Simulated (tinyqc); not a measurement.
# Inputs raised by 5 %, one at a time

Model: dopants and charged point defects at anneal temperature: Fermi-level effect, clustering and pairing. Computed by tinyqc, a small Python program. Command: `OMP_NUM_THREADS=1 python tinyqc.py 3026316 3026317 out.jsonl pairing sens`. One thread of a shared host (Intel(R) Xeon(R) Processor @ 2.30GHz), about 0.02 s of CPU time with the checks.

Boltzmann statistics and full ionisation of active dopants. Energies are counted from the valence band; the defect (a vacancy or self-interstitial) has five charge states, with all degeneracy factors one.

Inputs (values chosen for the exercise, with bands modelled on germanium):

| quantity | value | unit |
|---|---|---|
| gap at 0 K E_g0 | 0.754 | eV |
| Varshni alpha | 0.000485 | eV/K |
| Varshni beta | 240 | K |
| electron mass m_e | 0.227 | m_0 |
| valleys M_c | 4 | - |
| hole mass m_h | 0.329 | m_0 |
| anneal temperature T | 950 | K |
| total dopant density N | 3.4e+18 | cm^-3 |
| formation enthalpy of the neutral defect H_f | 3.35 | eV |
| formation entropy S_f | 4.9 | k_B |
| site density N_s | 4.8e+22 | cm^-3 |
| intrinsic dopant diffusivity D_i | 2.1e-14 | cm^2/s |
| anneal time t | 3000 | s |

Dopant: donor. Second part: pairing with a mobile impurity.

defect levels as fractions of E_g(T): (2+/+), (+/0), (0/-), (-/2-): 0.19  0.31  0.41  0.94

Constants: m_0 = 9.1093837015e-31 kg; k_B = 1.380649e-23 J/K; h = 6.62607015e-34 J s; k_B = 8.617333262e-05 eV/K.

Method:
- E_g = E_g0 - alpha T^2/(T + beta).
- N_c = 2 M_c (2 pi m_e k_B T/h^2)^(3/2) and N_v = 2 (2 pi m_h k_B T/h^2)^(3/2), masses in units of m_0.
- n_i = sqrt(N_c N_v) exp(-E_g/2 k_B T); E_i = E_g/2 + (k_B T/2) ln(N_v/N_c).
- No clustering: A = N.
- n = A/2 + sqrt(A^2/4 + n_i^2) for an active density A.
- chi = n/n_i (for acceptors n_i/p); E_F = E_i + k_B T ln chi; field enhancement h = 1 + A/sqrt(A^2 + 4 n_i^2).
- C_0 = N_s exp(S_f/k_B) exp(-H_f/k_B T). Ratios to the neutral state at E_F = E_i: r_+ = exp((E(+/0) - E_i)/k_B T), r_2+ = r_+ exp((E(2+/+) - E_i)/k_B T), r_- = exp((E_i - E(0/-))/k_B T), r_2- = r_- exp((E_i - E(-/2-))/k_B T); at other E_F state q scales as chi^(-q). The enhancement is sum r_q chi^(-q)/sum r_q. The charge on the defects is left out of neutrality.
- If every charge state of the defect carries the dopant equally well, D = D_i x enhancement x h x (active share A/N, a rough stand-in that overstates the dA/dN which immobile clusters call for), D_i being an input held fixed when T or H_f is moved; diffusion length 2 sqrt(D t).

Runs:

| input moved | from | to | active density A (cm^-3) | enhancement over intrinsic | D/D_i | all defects, doped (cm^-3) |
|---|---|---|---|---|---|---|
| base run | - | - | 3.40e+18 | 1.108 | 1.559 | 3.538e+07 |
| total dopant density N (cm^-3) | 3.4e+18 | 3.57e+18 | 3.57e+18 | 1.118 | 1.591 | 3.569e+07 |
| formation enthalpy of the neutral defect H_f (eV) | 3.35 | 3.5175 | 3.40e+18 | 1.108 | 1.559 | 4.573e+06 |
| gap at 0 K E_g0 (eV) | 0.754 | 0.7917 | 3.40e+18 | 1.186 | 1.766 | 3.700e+07 |
| intrinsic dopant diffusivity D_i (cm^2/s) | 2.1e-14 | 2.205e-14 | 3.40e+18 | 1.108 | 1.559 | 3.538e+07 |
| anneal time t (s) | 3000 | 3150 | 3.40e+18 | 1.108 | 1.559 | 3.538e+07 |

Exponents ln(y'/y) / ln(x'/x):

| input | active density A | enhancement over intrinsic | D/D_i | all defects, doped |
|---|---|---|---|---|
| total dopant density N | 1 | 0.178 | 0.421 | 0.178 |
| formation enthalpy of the neutral defect H_f | 0 | 0.000 | 0.000 | -41.936 |
| gap at 0 K E_g0 | 0 | 1.385 | 2.549 | 0.918 |
| intrinsic dopant diffusivity D_i | 0 | 0.000 | 0.000 | 0.000 |
| anneal time t | 0 | 0.000 | 0.000 | 0.000 |

To which inputs is each result most sensitive?

Among the inputs moved here: active density A answers most in size to total dopant density N (exponent +1.000); its exponent is below 0.0005 for formation enthalpy of the neutral defect H_f, gap at 0 K E_g0, intrinsic dopant diffusivity D_i, anneal time t. Its exponent +1.000 in total dopant density N: no clustering. Enhancement over intrinsic answers most in size to gap at 0 K E_g0 (exponent +1.385), next to total dopant density N (+0.178); its exponent is below 0.0005 for formation enthalpy of the neutral defect H_f, intrinsic dopant diffusivity D_i, anneal time t. D/D_i answers most in size to gap at 0 K E_g0 (exponent +2.549), next to total dopant density N (+0.421); its exponent is below 0.0005 for formation enthalpy of the neutral defect H_f, intrinsic dopant diffusivity D_i, anneal time t. all defects, doped answers most in size to formation enthalpy of the neutral defect H_f (exponent -41.936), next to gap at 0 K E_g0 (+0.918); its exponent is below 0.0005 for intrinsic dopant diffusivity D_i, anneal time t.
